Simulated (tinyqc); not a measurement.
Ion-assisted plasma etching: sheath, surface coverage, synergy and aspect-ratio dependence: one step, computed by the program tinyqc. Command: `OMP_NUM_THREADS=1 python tinyqc.py 3017044 3017045 out.jsonl etch walk`. One thread of a shared host (Intel(R) Xeon(R) Processor @ 2.30GHz), about 0.06 s of CPU time with the checks.

Radicals adsorb on bare sites; ions remove covered sites with a high yield and bare sites by sputtering; a slow spontaneous reaction acts everywhere, walls included.

Task: Open-field etch rate. Steady coverage: s G_n (1 - theta) = x Y G_i theta; removal flux = Y G_i theta + Y_p G_i (1 - theta) + k_c G_n; rate = flux/N, 1 cm/s = 6e8 nm/min. Lateral rate = k_c G_n/N; anisotropy = 1 - lateral/vertical; synergy = vertical/(ions alone + radicals alone), with ions alone Y_p G_i/N and radicals alone the lateral rate.

Inputs (values chosen for the exercise, close to those used for silicon dioxide in a fluorocarbon plasma): gas temperature T_g = 500 K; sticking coefficient s = 0.79; radicals per removed unit x = 2; spontaneous reaction probability k_c = 2e-05; solid density N = 2.2e+22 1/cm^3.

Feature: long trench.

yield Y = 9.056594

sputter yield Y_p = 0.2657348

ion flux G_i = 2.841998e+15 1/(cm^2 s)

radical flux G_n = 1.380411e+16 1/(cm^2 s)

Give: coverage theta; vertical rate; lateral rate; anisotropy; synergy.

Result:

coverage theta = 0.17481

vertical rate = 139.72 nm/min

lateral rate = 0.0075295 nm/min

anisotropy = 0.99995

synergy = 6.7809

The surface is nearly bare: radicals limit the ion-assisted part, and sputtering gives 12 % of the rate. Caution: a sheath of several millimetres is collisional at usual pressures, which lowers the ion energy and widens the angles.
